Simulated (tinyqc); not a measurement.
Inside a calculation: overlap of hydrogenic dopants: pairs, impurity band and the Mott density. Values are carried at full precision from step to step, so a last printed digit may differ when a step is redone from the rounded ones.

Ry* = Ry m/eps^2, aB = a0 eps/m. For 1s orbitals a distance rho = R/aB apart, in Ry*: overlap S = exp(-rho)(1 + rho + rho^2/3), J = (2/rho)(1 - (1 + rho) exp(-2 rho)) (attraction to the other ion), Kx = 2 (1 + rho) exp(-rho) (exchange of one electron). One electron on a pair has E = -1 - (J +/- Kx)/(1 +/- S), without the repulsion 2/rho of the ions. Hopping after orthogonalisation: t = (Kx - S J)/(1 - S^2), half the splitting. Dopants on a lattice with z neighbours, n = 1/R^3 (simple cubic), give a band of width B = 2 z t, as on any lattice of two interpenetrating sublattices. Valleys, central cells and disorder are left out.

Constants: Ry = 13.60569312 eV; a0 (Bohr radius) = 0.5291772105 angstrom; hbar = 6.58211957e-16 eV s.

Parameters, chosen for this exercise (an isotropic mass and dielectric constant of the size used for donors in GaAs; shifted at random, so the results belong to these values and not to a real crystal):
- m = 0.072 m0 (mass)
- eps = 13.4 (dielectric constant)
- N = 0.0059 1/aB^3 (dopant density)
- rho = 3.4 aB (distance of a pair)
- u = 1.25 Ry* (cost of a second electron on one dopant)
- z = 6 (neighbours in the dopant lattice)

## Scales

Form Ry*, aB, and the density N in 1/cm^3 (1/angstrom^3 = 1e24/cm^3).

Ry* = 5.456 meV
aB = 98.486 angstrom
density = 6.176e+15 1/cm^3

## A pair with one electron

Form S, J, Kx, the two levels, t, and the total energy of the lower state with the repulsion, relative to a distant pair (-1).

S, J, Kx: 0.27544  0.58535  0.29368

levels (Ry*): even -1.68920, odd -1.40255

t = 0.14333 Ry*
energy of the pair against a distant one (negative: bound) = -0.10097 Ry*

In this host the pair is 33.5 nm long and its splitting 2t is 1.56 meV.

## The pair with two electrons (two-site Hubbard model)

t is the hopping between the two dopants. Singlet at (u - sqrt(u^2 + 16 t^2))/2 below the triplet at 0; estimate 4 t^2/u; weight of double occupancy (1 - u/sqrt(u^2 + 16 t^2))/2; swap time pi hbar/Jx with Jx the splitting in eV. t and u are in units of Ry*.

singlet-triplet splitting (meV): exact 0.3415, 4 t^2/u 0.3586

double occupancy = 0.0455
swap time = 6.05 ps

The estimate is 5.0 % too high at 4t/u = 0.46.

## The impurity band at this density

Form R/aB, t, B = 2 z t and N^(1/3) aB. Two estimates of the gap between the Hubbard bands: u - B (rigid bands, closing at B = u) and the Hubbard-III rule, which closes at B = (2/sqrt3) u; give B/u.

R/aB = 5.5341
t = 0.02784 Ry*

B: in Ry* 0.334, in meV 1.823

N^(1/3) aB = 0.1807
B/u = 0.267

Both rules leave a gap: an insulator at T = 0. Mott's screening rule, N^(1/3) aB = 0.26, puts this density on the insulating side.

## Checks

- Overlap S against numerical integration in elliptic coordinates: both 0.27544.

Computed by tinyqc, a small Python program: `OMP_NUM_THREADS=1 python tinyqc.py 1452116 1452117 out.jsonl` (the numbers bound the seed that draws the inputs); one thread of a shared host (Intel(R) Xeon(R) Processor @ 2.30GHz), about 0.01 s for the whole set of steps.
